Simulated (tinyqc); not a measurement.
## Tunnelling through a two-layer gate stack, WKB transmission and Tsu-Esaki current: effect of temperature

Electrons leave the emitter at x = 0. Energies E (motion across the layers) are in eV from the emitter Fermi level; the collector Fermi level lies at -V and offers states at every E. No charge in the dielectric and no image force: F1 = V/(t1 + t2 eps1/eps2), F2 = F1 eps1/eps2; U = phi1 - F1 x in layer 1 and phi2 - F1 t1 - F2 (x - t1) in layer 2. With C = hbar^2/(2 m0), kappa = sqrt(m (U - E)/C) where U > E and 0 elsewhere; T(E) = exp(-S), S = 2 times the integral of kappa over x.

Each layer adds (2/F) sqrt(m/C) [G(u at its left edge) - G(u at its right edge)] to S, with u = U - E (0 where negative) and G(u) = (2/3) u^1.5. J = J0 times the integral of T(E) N(E) dE, N = ln[(1 + exp(-E/Vt))/(1 + exp((-E - V)/Vt))], J0 = q^2 me m0 kB T/(2 pi^2 hbar^3) (times 1e-4 for A/cm^2 per eV), from E = -Ef to far above the barrier (T = 1 there), by quadrature converged to the digits shown.

Parameters, values chosen for the exercise; layer 1 close to silicon dioxide, layer 2 close to hafnium oxide:
- Ef = 0.15 eV (Fermi energy of the emitter above its band bottom)
- me = 1 m0 (emitter mass in the supply function)
- phi1 = 3.07 eV (barrier of layer 1 above the emitter Fermi level at zero bias)
- m1 = 0.51 m0 (tunnelling mass of layer 1)
- t1 = 1 nm (thickness of layer 1)
- eps1 = 4.05 (relative permittivity of layer 1)
- phi2 = 1.54 eV (barrier of layer 2 at zero bias)
- m2 = 0.2 m0 (tunnelling mass of layer 2)
- t2 = 2.1 nm (thickness of layer 2)
- eps2 = 21 (relative permittivity of layer 2)
- V = 1.1 V (voltage across the dielectric)

Constants: q = 1.602176634e-19 C, kB = 1.380649e-23 J/K, hbar = 1.054571817e-34 J s, m0 = 9.1093837015e-31 kg, Vt = kB T/q, hbar^2/(2 m0) = 0.0380998212 eV nm^2. Results are converted to the units shown.

Results:
```
T (K)  J (A/cm^2)  mean E of the current (eV)
50         0.3195                    -0.08867
100        0.3252                    -0.08709
200        0.3485                    -0.08076
400        0.4527                    -0.05439
500        0.5468                    -0.03075
600        0.6972                     0.01170
750         1.222                      0.1569
```

Estimate the missing row, T = 300 K.

Computed row:
```
T (K)  J (A/cm^2)  mean E of the current (eV)
300        0.3896                    -0.07008
```

With this row back in the table: Between 50 and 300 K the current changes by a factor of 1.22, and between 300 and 750 K by 3.14; the mean energy of the current rises from -0.0887 to 0.157 eV. The transmission grows by a factor e over d = 0.117 eV near E = 0, equal to kB T/q at 1360 K: far below that temperature the thermal tail adds little.

Numbers from tinyqc (`OMP_NUM_THREADS=1 python tinyqc.py 2540084 2540085 out.jsonl`; about 0.04 s on one thread of a shared Intel Xeon 2.30GHz).
